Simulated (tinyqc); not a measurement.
Lattice vibrations of a chain, step by step. Computed by tinyqc, a small Python program that keeps every step. Command: `OMP_NUM_THREADS=1 python tinyqc.py 26286 26287 out.jsonl` (the two numbers bound the seeds that draw the settings). One thread of a shared host (Intel(R) Xeon(R) Processor @ 2.60GHz), about 0.01 s of CPU time with the checks.

## Dynamical matrix at q = 0.45

A chain moving along its axis:
```
atom   mass (u)  spring to the next atom (eV/angstrom^2)
1     13.000000                                 2.300000
2     29.300000                                 3.200000
```

q is in units of 2 pi/a. A spring k from atom i to atom j, n cells on, adds k to Phi_ii and Phi_jj, -k exp(2 pi i q n) to Phi_ij and the conjugate to Phi_ji (for one atom a cell: 2k (1 - cos 2 pi q n)); D_ij = Phi_ij / sqrt(m_i m_j).

D(q) (eV/(angstrom^2 u)):
$$\begin{pmatrix}
0.423077 & 0.038090+0.050667i \\
0.038090-0.050667i & 0.187713
\end{pmatrix}$$

## Frequencies

omega^2 are the eigenvalues; wavenumber = 521.4708 sqrt(eigenvalue) 1/cm.

eigenvalues: [0.171728, 0.439063]

wavenumbers (1/cm): [216.1, 345.5]

weights |e|^2 of the mass-weighted modes, order atom 1, atom 2:
$$\begin{pmatrix}
0.059796 & 0.940204 \\
0.940204 & 0.059796
\end{pmatrix}$$

## Dispersion and heat capacity

C/k_B per atom = mean over q = (j + 1/2)/80, j = 0..39 and all branches of y^2 e^y/(e^y - 1)^2, y = hc wavenumber / k_B T.

Wavenumbers (1/cm):
```
q           branch 1    branch 2
0.000000    0.000000  407.545463
0.062500   36.334232  405.922564
0.125000   72.126893  401.112224
0.187500  106.790489  393.305347
0.250000  139.617958  382.883965
0.312500  169.630945  370.565307
0.375000  195.245145  357.732635
0.437500  213.647258  347.056413
0.500000  220.626350  342.662105
```

Heat capacity:
```
T (K)  C/k_B per atom
20           0.079196
50           0.208610
100          0.428424
200          0.735466
300          0.862092
600          0.961664
1200         0.990145
```

zero-point energy per atom = 15.809865 meV
